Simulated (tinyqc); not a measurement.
Thin-film optics by transfer matrices: one step. Reflection and transmission. Two cases, with inputs chosen for the exercise.

Task: Close the stack on the substrate.

Indices N = n + i k. Snell: N0 sin(theta) = N_j sin(theta_j), with Im(N_j cos theta_j) >= 0. Admittance y_j = N_j cos theta_j for s and N_j/cos theta_j for p. Phase delta_j = 2 pi N_j cos theta_j d_j/lambda. Layer matrix [[cos delta, -i sin delta/y], [-i y sin delta, cos delta]], multiplied from the top down to M. (B, C) = M (1, y_sub); r = (y0 B - C)/(y0 B + C), R = |r|^2, T = 4 Re y0 Re y_sub/|y0 B + C|^2, absorbed in the films 1 - R - T.

Give: B, C; r; R; T into the substrate; absorbed in the films.

Case 1.

M:
```
                     1                    2
1  -1.708657+0.308306i  -0.181200-0.262688i
2  -2.172445-3.206503i  -0.194712-0.709168i
```

y_j: ambient 2.366202, film 1 1.048328+2.059488i, film 2 1.936415, substrate 1.341227+2.759916i

Result:

B, C: -1.2267-0.5441i  -0.4764-4.6950i

r = -0.2582-0.5514i
R = 0.3707
T into the substrate = 0.2689
absorbed in the films = 0.3604

The bare substrate would reflect 0.4058.

Case 2.

M:
```
           1          2
1  -0.911473  0.225321i
2  0.792390i  -0.901242
```

y_j: ambient 0.707107, film 1 1.929514, film 2 1.299015, substrate 3.766197+0.019332i

Result:

B, C: -0.9158+0.8486i  -3.3943+0.7750i

r = -0.6223-0.1684i
R = 0.4156
T into the substrate = 0.5844
absorbed in the films = 0.0000

The bare substrate would reflect 0.4677.

Computed by tinyqc, one run a case: `OMP_NUM_THREADS=1 python tinyqc.py N N+1 out.jsonl` with N = 1650921, 1650975; one thread of a shared Intel(R) Xeon(R) Processor @ 2.30GHz, about 0.01 s a run at most.
